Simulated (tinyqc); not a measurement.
Donor in an ellipsoidal valley (Kohn-Luttinger variational method). Changing the longitudinal mass m_l. Computed by tinyqc, a small Python program. Command: `OMP_NUM_THREADS=1 python tinyqc.py 3015841 3015842 out.jsonl kohnlutt sweep`. One thread of a shared host (Intel(R) Xeon(R) Processor @ 2.30GHz), about 0.1 s of CPU time with the checks.

H = -(d^2/dx^2 + d^2/dy^2) - gamma d^2/dz^2 - 2/r in units built on m_t, with gamma = m_t/m_l and z along the valley axis. One valley; no valley-orbit or central-cell term.

Inputs (values chosen for the exercise, modelled on silicon): transverse mass m_t = 0.188 m_0; dielectric constant eps = 11.8.

Constants: Ry = 13.605693123 eV; a_0 = 0.529177210903 angstrom.

Method:
- Ry* = Ry m_t/eps^2, a* = a_0 eps/m_t, gamma = m_t/m_l.
- Trial function exp(-sqrt((x^2 + y^2)/a^2 + z^2/b^2)) with beta = b/a < 1: E = t/a^2 - u/a, t = (2 + gamma/beta^2)/3, u = 2 arcsin(sqrt(1 - beta^2))/sqrt(1 - beta^2); the best a is 2 t/u and E(beta) = -u^2/(4 t).
- Golden-section search on beta from 0.05 to 0.999, 60 steps.
- Gaussian basis: g = P exp(-al (x^2 + y^2) - be z^2) with P = 1 (s-like), z (2p0) or x (2p+-); al = 0.004 x 2.6^k, k = 0..11, and be/al = 1, gamma^(-1/2) or 1/gamma (36 functions); 1/r = (2/sqrt(pi)) int exp(-t^2 r^2) dt by 48 Gauss-Legendre points after t = sqrt(al_i + al_j) tan(theta); overlap eigenvalues below 1e-10 are dropped.

One run for each value:
```
longitudinal mass m_l (m_0),"1s binding energy, trial function (meV)",2p0 binding energy (meV),2p+- binding energy (meV),best beta,"1s binding energy, Gaussian basis (meV)"
0.23,19.62,5.17,4.776,0.9306,19.62
0.35,22.33,6.56,5.145,0.8019,22.33
0.54,25.23,8.24,5.504,0.6883,25.24
0.84,28.25,10.23,5.843,0.5896,28.28
2.00,34.20,14.88,6.421,0.4362,34.31
3.10,37.13,17.57,6.668,0.3750,37.31
4.90,40.08,20.56,6.895,0.3205,40.35
7.50,42.70,23.46,7.078,0.2771,43.06
```

Give the missing row, longitudinal mass m_l (m_0) = 1.30.

Computed row; columns: (1) longitudinal mass m_l (m_0); (2) 1s binding energy, trial function (meV); (3) 2p0 binding energy (meV); (4) 2p+- binding energy (meV); (5) best beta; (6) 1s binding energy, Gaussian basis (meV):
```
(1)     (2)    (3)    (4)     (5)    (6)
1.30  31.25  12.45  6.149  0.5064  31.32
```

Interpolating between the two neighbouring rows (the first column on a logarithmic scale, the others too where they are positive) misses most in 2p0 binding energy (meV), by 0.79 %. Over the rows, 1s binding energy, trial function (meV) rises from 19.6 to 42.7 (exponent d ln y / d ln x 0.31 between the first rows and 0.15 between the last); 2p0 binding energy (meV) rises from 5.17 to 23.5 (exponent d ln y / d ln x 0.56 between the first rows and 0.31 between the last); 2p+- binding energy (meV) rises from 4.78 to 7.08 (exponent d ln y / d ln x 0.18 between the first rows and 0.062 between the last).

Caution (rows 7.50): the short radius is only a few bond lengths, so the envelope approximation is rough.

Extremes, crossings and ranges named in words are read from the listed rows.
